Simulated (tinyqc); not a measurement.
Worked calculation: geometry optimisation on the RHF/sto-3g surface (energies and gradients from PySCF), for BeH2, spin multiplicity 1. One step of it, computed by the program tinyqc.

Question. Step 2: move. Quasi-Newton step p = -H^(-1) g (the inverse Hessian comes from BFGS updates; coordinates in the order x, y, z of each atom); steps longer than 0.5 bohr are cut back.

positions after step 1 (bohr):
```
             x          y         z
1Be   0.022925   0.330997  0.150040
2H   -0.001631   2.327443  0.234942
3H   -0.008066  -2.622536  0.244296
```

gradient (hartree/bohr):
```
               x            y            z
1Be  -0.00006093   0.24510472   0.00077637
2H    0.00135428  -0.16664905  -0.00481555
3H   -0.00129335  -0.07845567   0.00403918
```

inverse Hessian in use (bohr^2/hartree):
```
           1          2          3          4          5          6          7          8
1   6.668646  -0.002857  -0.006470  -0.001236  -0.028536   0.003969  -0.000743   0.031392
2  -0.002857   3.191803   0.001144  -0.016905   2.419911   0.060912   0.019762   1.054952
3  -0.006470   0.001144   6.687800   0.003996   0.098896  -0.012819   0.002474  -0.100040
4  -0.001236  -0.016905   0.003996   6.667338   0.030598  -0.002120   0.000564  -0.013693
5  -0.028536   2.419911   0.098896   0.030598   5.451702  -0.102793  -0.002062  -1.204946
6   0.003969   0.060912  -0.012819  -0.002120  -0.102793   6.673350  -0.001848   0.041881
7  -0.000743   0.019762   0.002474   0.000564  -0.002062  -0.001848   6.666845  -0.017700
8   0.031392   1.054952  -0.100040  -0.013693  -1.204946   0.041881  -0.017700   6.816661
9   0.002501  -0.062056  -0.008315  -0.001876   0.003897   0.006136  -0.000625   0.058159

           9
1   0.002501
2  -0.062056
3  -0.008315
4  -0.001876
5   0.003897
6   0.006136
7  -0.000625
8   0.058159
9   6.668846
```

Give: positions after step 2.

Answer.

positions after step 2 (bohr):
```
           x        y       z
1Be   0.0218   0.0353  0.1532
2H   -0.0025   2.5477  0.2383
3H   -0.0060  -2.5471  0.2378
```
